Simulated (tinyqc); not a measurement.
Self-heating of a transistor with one or more fingers, with temperature-dependent conductivity. From peak temperature back to exponent m in kappa ~ T^-m. Computed by tinyqc, a small Python program. Command: `OMP_NUM_THREADS=1 python tinyqc.py 3014452 3014453 out.jsonl selfheat inv`. One thread of a shared host (Intel(R) Xeon(R) Processor @ 2.30GHz), about 0.1 s of CPU time with the checks.

N long parallel fingers lie on the top face of a slab whose bottom is held at T_0; the top is otherwise insulated, and heat flows in two dimensions. P in W/mm is 1000 P in W/m.

Inputs (values chosen for the exercise, modelled on germanium):
```
quantity                                      value        unit
conductivity at the base temperature kappa_0   57.8     W/(m K)
base temperature T_0                            323           K
power per gate width P                         0.38        W/mm
fingers N                                         6           -
finger pitch s                                   28  micrometre
width of the heat source w                     0.16  micrometre
substrate thickness t                           320  micrometre
phonon free path Lambda                          99          nm
```

Power: power rises with temperature.

Method:
- A line source of power P on the top face raises the top at distance x by (P/(pi kappa_0)) g(x), g(x) = -ln tanh(pi x/(4 t)) (the image sum for the slab). On a strip of width w the centre sees the mean of g over the strip, g_0 = 1 + ln(8 t/(pi w)) for w much below t.
- theta_i = (P/(pi kappa_0)) [g_0 + sum over j != i of g(|i - j| s)], with equal powers and constant conductivity; thermal resistance = largest theta/P.
- Kirchhoff transformation for kappa = kappa_0 (T/T_0)^-m: T = T_0 [1 - (m - 1) theta/T_0]^(-1/(m - 1)), where theta is the linear rise.
- The bracket vanishes at the power P T_0/((m - 1) theta).

Problem. A run gave the result below. Find the exponent m in kappa ~ T^-m, known to lie between 1.1 and 2.2.

peak temperature = 369.4055 K

Solution.

Each step takes the trial c = (a f_b - b f_a)/(f_b - f_a), f being the result less the target and a, b, c the logarithms of the listed values; c replaces end b, the old b replaces a if the sign of f changed, and otherwise f_a is halved.

Scan of the range:
```
exponent m in kappa ~ T^-m  peak temperature (K)
1.10                                     369.132
1.23                                     369.567
1.39                                     370.118
1.56                                     370.721
1.75                                     371.421
1.96                                     372.227
2.20                                     373.192
```

False position (Illinois rule, in the logarithm of the input) inside the bracket:
```
step    end a    end b    trial  peak temperature (K)
1     1.10000  1.23000  1.17991               369.399
2     1.23000  1.17991  1.18194               369.405
3     1.23000  1.18194  1.18203               369.406
4     1.18194  1.18203  1.18199               369.405
```

Peak temperature rises at every point of a 13-point scan of the range (every second point is shown), so one value fits; it is bracketed by 1.10 and 1.23. Answer: exponent m in kappa ~ T^-m = 1.182.

Caution: the source is narrower than two phonon free paths, so the Fourier result understates the rise at the source.
